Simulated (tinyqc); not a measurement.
# Gated two-dimensional channel with two bands, quantum capacitance: effect of the in-plane mass

phi is the Fermi level above the lowest band edge, in volts; Vg is counted from the gate voltage at which an empty channel would have phi = 0. The channel has no thickness; trap charge is -q Dit phi.

D1 = gv md m0 q/(pi hbar^2), D2 = g2 m2 m0 q/(pi hbar^2) per eV; n1 = D1 Vt ln(1 + exp(phi/Vt)), n2 = D2 Vt ln(1 + exp((phi - E2)/Vt)), n = n1 + n2; Cq = q dn/dphi = q [D1/(1 + exp(-phi/Vt)) + D2/(1 + exp((E2 - phi)/Vt))]. Cox = eps0 eox/tox; Vg = phi + q (n + Dit phi)/Cox. 1/C_G = 1/Cox + 1/(Cq + q Dit); dphi/dVg = Cox/(Cox + Cq + q Dit).

Parameters, values chosen for the exercise; lowest band close to that of a thin InAs body: temperature T = 300 K; relative permittivity of the gate insulator (close to silicon dioxide) eox = 3.9; insulator thickness tox = 5.1 nm; valley degeneracy gv = 1; in-plane mass of a second band, chosen freely m2 = 0.082 m0; valley degeneracy of that band, chosen freely g2 = 6; second band edge above the first E2 = 0.14 eV; density of traps Dit = 1.4e11 cm^-2 eV^-1; gate voltage Vg = 0.33 V.

Constants: q = 1.602176634e-19 C, kB = 1.380649e-23 J/K, hbar = 1.054571817e-34 J s, m0 = 9.1093837015e-31 kg, Vt = kB T/q, eps0 = 8.8541878128e-14 F/cm where lengths are in cm. Results are converted to the units shown.

The same in every row: Cox (uF/cm^2) = 0.6771.

Result of one run:
```
md (m0),phi (V),n (cm^-2),Cq (uF/cm^2),C_G (uF/cm^2),dphi/dVg,share of the second band (%)
0.47,-0.02747,1.515e12,8.128,0.6252,0.07670,0.5387
```

What becomes of these results when the in-plane mass md is changed from 0.47 to 0.02 m0, all else the same?

Result of the changed run:
```
md (m0),phi (V),n (cm^-2),Cq (uF/cm^2),C_G (uF/cm^2),dphi/dVg,share of the second band (%)
0.02,0.07556,1.065e12,3.785,0.5749,0.1510,39.65
```

The whole series:
```
md (m0),phi (V),n (cm^-2),Cq (uF/cm^2),C_G (uF/cm^2),dphi/dVg,share of the second band (%)
0.02,0.07556,1.065e12,3.785,0.5749,0.1510,39.65
0.034,0.06041,1.131e12,3.524,0.5685,0.1603,21.14
0.057,0.04137,1.214e12,3.884,0.5771,0.1477,9.538
0.097,0.02141,1.301e12,4.850,0.5945,0.1220,4.137
0.16,0.004316,1.376e12,5.972,0.6084,0.1015,2.024
0.28,-0.01286,1.451e12,7.175,0.6189,0.08598,0.9891
0.47,-0.02747,1.515e12,8.128,0.6252,0.07670,0.5387
0.8,-0.04167,1.577e12,8.936,0.6295,0.07027,0.2989
```

As md goes from 0.02 to 0.8, Cq goes from 3.79 through a minimum of 3.52 (at md = 0.034 among the rows listed) to 8.94 uF/cm^2, C_G/Cox goes from 0.849 through a minimum of 0.840 (at md = 0.034 among the rows listed) to 0.930 and n rises from 1.06e12 to 1.58e12 cm^-2. Cq exceeds Cox in every row, so the insulator is the tighter limit, though Cq still cuts C_G by up to 16 %.

Computed by the program tinyqc: `OMP_NUM_THREADS=1 python tinyqc.py 2200023 2200024 out.jsonl`, one thread of a shared Intel Xeon 2.30GHz, about 0.01 s for the whole run.
